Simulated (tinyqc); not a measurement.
## FinFET, parasitic resistance, capacitance and delay: effect of the supply voltage

Nf fins under one contact; each has gated perimeter p = 2 Hf + Wf and cross-section A = Hf Wf; contact width Wc = Nf pf, stack height Hs = Hf. Contact length Lc = CPP - Lg - 2 Lsp, shared by two neighbouring gates. Source and drain sides are equal. The formulas are first-order estimates, not field solutions.

Epitaxy sheet resistance Rsh = re/te, transfer length LT = sqrt(rc/Rsh), contact Rc = [sqrt(rc Rsh)/Wc] coth(Lc/(2 LT)); extension of one fin Rx = rx Lsp/A. With N fins: gate Cg = Cinv p N Lg; per side, plate Cp = ks eps0 [Wc (Hs + Hc) - N A]/Lsp, top fringe Cf = (2/pi) ks eps0 Wc ln(1 + Lg/(2 Lsp)), overlap Co = Cinv p N Lov. One fin: I = p Q vx u/(1 + |u|^1.8)^(1/1.8), Q = Cinv n Vt ln(1 + exp((Vg' - VT + dl Vd')/(n Vt))), u = Vd' mu/(vx Lg), Vg' = Vgs - v, Vd' = Vds - 2 v, with the drop on each side v = Rc (sum of I) + Rx I. Ieff = [I(Vgs = Vdd, Vds = Vdd/2) + I(Vdd/2, Vdd)]/2, total currents. With Cs = Cp + Cf + Co, the load of an inverter of two such devices driving an equal one is CL = 2 (Cg + 2 Cs) + 4 Cs + Cw (own drains counted twice for the Miller effect); delay CL Vdd/(2 Ieff).

Parameters, values chosen for the exercise; values close to those of silicon logic devices: temperature T = 300 K; number of fins Nf = 4; fin height Hf = 55 nm; fin width Wf = 6 nm; fin pitch pf = 34 nm; contacted gate pitch CPP = 42 nm; gate length Lg = 18 nm; spacer length Lsp = 5 nm; relative permittivity of the spacer ks = 7; gate height above the channel stack Hc = 15 nm; contact resistivity rc = 5.2e-10 ohm cm^2; resistivity of the source-drain epitaxy re = 0.00032 ohm cm; current-carrying depth of the epitaxy te = 30 nm; resistivity of the extension rx = 0.00067 ohm cm; gate overlap Lov = 2 nm; inversion capacitance Cinv = 2.6 uF/cm^2; injection velocity vx = 1.1e7 cm/s; apparent mobility mu = 270 cm^2/(V s); threshold at zero drain voltage VT = 0.19 V; barrier lowering dl = 0.078 V/V; subthreshold factor n = 1.17; wire load Cw = 0.15 fF.

Constants: q = 1.602176634e-19 C, kB = 1.380649e-23 J/K, eps0 = 8.8541878128e-12 F/m, Vt = kB T/q. Results are converted to the units shown.

The same in every row: Rc (ohm) = 56.44; Rx/N (ohm) = 25.38; CL (aF) = 1635.

Results:
```
Vdd (V)	Ieff (uA)	delay (ps)
0.45	191.7	1.918
0.55	284.1	1.582
0.65	378.7	1.403
0.75	474.0	1.293
0.95	665.3	1.167
```

Estimate the missing row, Vdd = 0.85 V.

Computed row:
```
Vdd (V)	Ieff (uA)	delay (ps)
0.85	569.6	1.220
```

With this row back in the table: As Vdd goes from 0.45 to 0.95 V, Ieff rises from 192 to 665 uA, CL stays at 1630 aF and the delay falls from 1.92 to 1.17 ps.

tinyqc, about 0.04 s, one thread, Intel Xeon 2.30GHz (shared host): `OMP_NUM_THREADS=1 python tinyqc.py 2170054 2170055 out.jsonl`
